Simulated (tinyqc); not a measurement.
Metal gate on a two-layer dielectric stack with fixed charge and a dipole: one step of the calculation.

Gate, layer 2, layer 1, p-type semiconductor; x runs from the gate inwards. Charges are counted in units of +q. psi is the band bending at the surface, positive towards inversion. Classical charge, Boltzmann statistics, no interface traps.

Problem. Flat-band voltage, term by term. EOT = 3.9 (t1/e1 + t2/e2), Cox = eps0/(t1/e1 + t2/e2); phi_ms = pM - (chi + Eg - Vt ln(Nv/Na)). Vfb = phi_ms + Vd - (q/eps0) [Q1 (t1/e1 + t2/e2) + Q2 t2/e2 + r1 (t1^2/(2 e1) + t1 t2/e2) + r2 t2^2/(2 e2)]: each charge counts with its electrical distance from the gate.

Parameters, values chosen for the exercise; band and dielectric values those of a made-up semiconductor, layer 1 close to silicon nitride, layer 2 close to aluminium oxide:
- T = 250 K (temperature)
- Eg = 1.41 eV (band gap)
- Nv = 2.32e19 cm^-3 (valence-band density of states at T)
- chi = 4.09 eV (electron affinity)
- Na = 9.1e16 cm^-3 (acceptor density)
- pM = 4.61 eV (work function of the gate metal)
- t1 = 1.6 nm (thickness of layer 1, next to the semiconductor)
- e1 = 7.61 (relative permittivity of layer 1)
- t2 = 1.3 nm (thickness of layer 2, next to the gate)
- e2 = 8.8 (relative permittivity of layer 2)
- Q1 = 6.6e11 cm^-2 (fixed charge at the semiconductor interface)
- Q2 = 3.9e12 cm^-2 (fixed charge between the layers)
- r1 = 0 cm^-3 (uniform charge density in layer 1)
- r2 = 0 cm^-3 (uniform charge density in layer 2)
- Vd = 0.08 V (flat-band shift by a dipole layer between the layers)

Constants: q = 1.602176634e-19 C, kB = 1.380649e-23 J/K, Vt = kB T/q, eps0 = 8.8541878128e-14 F/cm where lengths are in cm. Results are converted to the units shown.

Find: terms; Vfb.

Solution.

terms (V): phi_ms -0.77063, dipole 0.08000, Q1 -0.04275, Q2 -0.10425, r1 0.00000, r2 0.00000
Vfb = -0.83763 V

Apart from phi_ms the largest term is that of Q2, -104 mV; all charges and the dipole together move Vfb by -67.0 mV.

Computed by the program tinyqc: `OMP_NUM_THREADS=1 python tinyqc.py 2010107 2010108 out.jsonl`, one thread of a shared Intel Xeon 2.30GHz, about 0.01 s for the whole run.
